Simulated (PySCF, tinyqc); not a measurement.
Inside a calculation. Method: CID on RHF in the sto-6g basis, for Be, spin multiplicity 1. The lowest restricted solution is unstable here: a spin-polarised one lies 0.0017 hartree lower (PySCF). One step of it, computed by the program tinyqc.

Problem. CID: determinants and Hamiltonian. Slater-Condon rules over spin orbitals, with the nuclear repulsion added and E(HF) subtracted on the diagonal. Only determinants linked to the reference directly or through others are kept (one block of an abelian symmetry group), so some states are absent.

one-electron integrals over orbitals h = C^T H C (hartree):
```
           1          2          3          4          5
1  -7.938690   0.273738   0.000000   0.000000   0.000000
2   0.273738  -1.770740   0.000000   0.000000   0.000000
3   0.000000   0.000000  -1.638720   0.000000   0.000000
4   0.000000   0.000000   0.000000  -1.638720   0.000000
5   0.000000   0.000000   0.000000   0.000000  -1.638720
```

Two-electron integrals over orbitals (pq|rs), unique and non-zero (hartree):
```
(11|11) 2.283826    (21|11) -0.258589   (21|21) 0.047031    (22|11) 0.580031
(22|21) -0.015149   (22|22) 0.405613    (31|31) 0.015908    (32|31) 0.020487
(32|32) 0.086861    (33|11) 0.570096    (33|21) -0.008475   (33|22) 0.410497
(33|33) 0.450117    (41|41) 0.015908    (42|41) 0.020487    (42|42) 0.086861
(43|43) 0.024258    (44|11) 0.570096    (44|21) -0.008475   (44|22) 0.410497
(44|33) 0.401601    (44|44) 0.450117    (51|51) 0.015908    (52|51) 0.020487
(52|52) 0.086861    (53|53) 0.024258    (54|54) 0.024258    (55|11) 0.570096
(55|21) -0.008475   (55|22) 0.410497    (55|33) 0.401601    (55|44) 0.401601
(55|55) 0.450117
```

nuclear repulsion = 0 hartree

Hartree-Fock energy = -14.50336112 hartree

Give: determinants; H - E(HF) between determinants.

Solution.

Occupation strings over the orbitals (2 doubly, a alpha, b beta, 0 empty; spin orbitals ordered 1a 1b 2a 2b ...): 22000 20200 ab200 20020 ab020 20002 ab002 ba200 02200 ba020 02020 ba002 02002

H - E(HF) between determinants (hartree):
```
         22000    20200    ab200    20020    ab020    20002    ab002    ba200
22000   0.0000   0.0869  -0.0205   0.0869  -0.0205   0.0869  -0.0205   0.0205
20200   0.0869   0.3311  -0.0223   0.0243   0.0000   0.0243   0.0000   0.0223
ab200  -0.0205  -0.0223   4.4051   0.0000   0.0243   0.0000   0.0243  -0.0470
20020   0.0869   0.0243   0.0000   0.3311  -0.0223   0.0243   0.0000   0.0000
ab020  -0.0205   0.0000   0.0243  -0.0223   4.4051   0.0000   0.0243   0.0000
20002   0.0869   0.0243   0.0000   0.0243   0.0000   0.3311  -0.0223   0.0000
ab002  -0.0205   0.0000   0.0243   0.0000   0.0243  -0.0223   4.4051   0.0000
ba200   0.0205   0.0223  -0.0470   0.0000   0.0000   0.0000   0.0000   4.4051
02200   0.0159   0.0470   0.2212   0.0000   0.0000   0.0000   0.0000  -0.2212
ba020   0.0205   0.0000   0.0000   0.0223  -0.0470   0.0000   0.0000   0.0243
02020   0.0159   0.0000   0.0000   0.0470   0.2212   0.0000   0.0000   0.0000
ba002   0.0205   0.0000   0.0000   0.0000   0.0000   0.0223  -0.0470   0.0243
02002   0.0159   0.0000   0.0000   0.0000   0.0000   0.0470   0.2212   0.0000

         02200    ba020    02020    ba002    02002
22000   0.0159   0.0205   0.0159   0.0205   0.0159
20200   0.0470   0.0000   0.0000   0.0000   0.0000
ab200   0.2212   0.0000   0.0000   0.0000   0.0000
20020   0.0000   0.0223   0.0470   0.0000   0.0000
ab020   0.0000  -0.0470   0.2212   0.0000   0.0000
20002   0.0000   0.0000   0.0000   0.0223   0.0470
ab002   0.0000   0.0000   0.0000  -0.0470   0.2212
ba200  -0.2212   0.0243   0.0000   0.0243   0.0000
02200  10.0084   0.0000   0.0243   0.0000   0.0243
ba020   0.0000   4.4051  -0.2212   0.0243   0.0000
02020   0.0243  -0.2212  10.0084   0.0000   0.0243
ba002   0.0000   0.0243   0.0000   4.4051  -0.2212
02002   0.0243   0.0000   0.0243  -0.2212  10.0084
```
